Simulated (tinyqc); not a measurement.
Closing of the gap with temperature: Peierls distortion of a half-filled chain.

Atoms move by +/- u, so bonds change by -/+ 2u and hoppings are t +/- 2 al u. Bands E = -/+ sqrt((2 t cos x)^2 + D^2 sin^2 x) with D = 4 al u, x = k a in (0, pi/2); the gap is 2D. Energy per atom at zero temperature: E(u) = -mean_x sqrt(...) + 2 K u^2; exactly, the mean is (4t/pi) E(1 - z^2), z = D/2t, E the complete elliptic integral of the second kind with parameter m. Coupling lambda = 2 al^2/(pi t K).

Constants: kB = 8.617333262e-05 eV/K.

Inputs chosen for the exercise: t = 1.81 eV (hopping of the even chain); al = 3.2 eV/angstrom (change of hopping with bond length); K = 22.1 eV/angstrom^2 (spring constant of a bond).

The gap equation gains the factor tanh(|E|/2kT); 4000 points; Tp is where its root reaches zero.

Results:

| T/Tp | T (K) | u (angstrom) | u/u0 |
|---|---|---|---|
| 0.20 | 326 | 0.0195 | 1.000 |
| 0.40 | 653 | 0.0193 | 0.985 |
| 0.60 | 979 | 0.0178 | 0.908 |
| 0.70 | 1142 | 0.0162 | 0.830 |
| 0.80 | 1306 | 0.0139 | 0.713 |
| 0.90 | 1469 | 0.0103 | 0.528 |
| 0.95 | 1550 | 0.0075 | 0.382 |
| 0.99 | 1616 | 0.0034 | 0.174 |

Tp = 1632 K

What can be read from this table?

D(0)/(kB Tp) = 1.779, against 1.764 at weak coupling. u/u0 is 0.908 at 0.6 Tp and 0.528 at 0.9 Tp, and near Tp it goes as sqrt(1 - T/Tp): 2.20 between the last two rows against sqrt(5) = 2.24. In a single chain fluctuations forbid this transition; coupling between chains sets the real one, far lower.

(tinyqc, `OMP_NUM_THREADS=1 python tinyqc.py 1682269 1682270 out.jsonl`, Intel(R) Xeon(R) Processor @ 2.30GHz, 1 thread, shared host, about 0.08 s.)
